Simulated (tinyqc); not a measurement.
Worked calculation: Hubbard ring of 4 sites. Computed by tinyqc, a small Python program that keeps every step. Settings: hopping = 1.17, U = 8.6, mixing = 1, iteration cap = 83. Command: `OMP_NUM_THREADS=1 python tinyqc.py 27126 27127 out.jsonl` (the two numbers bound the seeds that draw the settings). One thread of a shared host (Intel(R) Xeon(R) Processor @ 2.60GHz), about 0.2 s of CPU time with the checks. Later iterations appear only in the table of the cycle.

## Mean-field iteration 1

one-body matrix (hopping and site energies) (eV):
```
           1          2          3          4
1   0.380000  -1.170000   0.000000  -1.170000
2  -1.170000   0.150000  -1.170000   0.000000
3   0.000000  -1.170000  -0.820000  -1.170000
4  -1.170000   0.000000  -1.170000  -0.970000
```

U = 8.600000 eV

electrons, up and down: 2  2

mixing = 1

n(up) at the start (a guess, not normalised): 1 0.500000, 2 0.500000, 3 0.500000, 4 0.500000

n(down) at the start (a guess): 1 0.500000, 2 0.500000, 3 0.500000, 4 0.500000

H(up) = T + U n(down), H(down) = T + U n(up); fill the lowest levels; n(new) = n + mixing (n(out) - n); E = tr T (rho up + rho down) + U sum n_up n_down of the output.

levels, up (eV): 1.507456  3.824744  4.143815  6.463986

levels, down (eV): 1.507456  3.824744  4.143815  6.463986

energy = 4.013977 eV

n(up) after iteration 1: 1 0.170841, 2 0.427434, 3 0.573598, 4 0.828127

n(down) after iteration 1: 1 0.170841, 2 0.427434, 3 0.573598, 4 0.828127

## Mean-field iteration 2

As before.

levels, up (eV): 0.904952  3.209757  4.744217  7.081074

levels, down (eV): 0.904952  3.209757  4.744217  7.081074

energy = 7.636773 eV

n(up) after iteration 2: 1 0.931230, 2 0.405157, 3 0.596137, 4 0.067477

n(down) after iteration 2: 1 0.931230, 2 0.405157, 3 0.596137, 4 0.067477

## Mean-field iteration 3

As before.

levels, up (eV): -0.845748  2.790994  5.153938  8.840816

levels, down (eV): -0.845748  2.790994  5.153938  8.840816

energy = 7.434460 eV

n(up) after iteration 3: 1 0.034504, 2 0.715884, 3 0.284571, 4 0.965041

n(down) after iteration 3: 1 0.034504, 2 0.715884, 3 0.284571, 4 0.965041

## Convergence

Each step fills the lowest levels of T + U n(other spin) and sets n(new) = n + mixing (n(out) - n); stop when output and input agree to 1e-8.

Course of the cycle:
```
iteration       E (eV)  largest |n(out) - n(in)|  mean |n_up - n_down|
1           4.01397707                  3.29e-01              0.000000
2           7.63677297                  7.61e-01              0.000000
3           7.43445990                  8.98e-01              0.000000
4          11.41240257                  9.15e-01              0.000000
5          11.90165262                  9.19e-01              0.000000
6          12.63092766                  9.28e-01              0.000000
7          12.10136211                  9.30e-01              0.000000
8          12.65472323                  9.30e-01              0.000000
9          12.10423756                  9.31e-01              0.000000
10         12.65507654                  9.31e-01              0.000000
11         12.10427876                  9.31e-01              0.000000
...                ...                       ...                   ...
73         12.10427937                  9.31e-01              0.000000
74         12.65508178                  9.31e-01              0.000000
75         12.10427937                  9.31e-01              0.000000
76         12.65508178                  9.31e-01              0.000000
77         12.10427937                  9.31e-01              0.000000
78         12.65508178                  9.31e-01              0.000000
79         12.10427937                  9.31e-01              0.000000
80         12.65508178                  9.31e-01              0.000000
81         12.10427937                  9.31e-01              0.000000
82         12.65508178                  9.31e-01              0.000000
83         12.10427937                  9.31e-01              0.000000
```

Not converged within 83 iterations: the residual has stopped falling: the iteration swings between two states. The lowest mean-field energy found from random starts is -2.49709 eV. Reruns (cap 100 unless said): mixing 0.2: not converged; mixing 0.5: not converged; mixing 0.9: not converged; the original settings with a cap of 400: not converged.

## Exact diagonalisation (36 states)

Lowest levels of the sector, and the double occupancy of the lowest state.

lowest levels (eV): -2.920665  -2.526531  -1.923315  -1.864747  -1.855734  -1.260000

double occupancy per site = 0.037267

## The lowest level by Lanczos steps

From a random start vector (not printed): a_j = <q_j|H|q_j>, b_j = norm of the remainder after orthogonalising; the Ritz value is the lowest eigenvalue of the tridiagonal matrix of a and b so far.

Lanczos:
```
j   a_j (eV)  b_j (eV)  lowest Ritz value (eV)
1   5.543706  4.523003              5.54370599
2   4.994212  7.245835              0.73761860
3   9.809186  3.940516             -2.09460740
4   8.747365  4.655058             -2.41921728
5   7.624338  7.461655             -2.50009186
6   7.474612  5.440669             -2.65093140
7   9.975645  3.568356             -2.83191648
8   9.440848  5.545222             -2.86270180
9   7.634943  5.767223             -2.87421581
10  5.771216  5.785324             -2.88569546
```
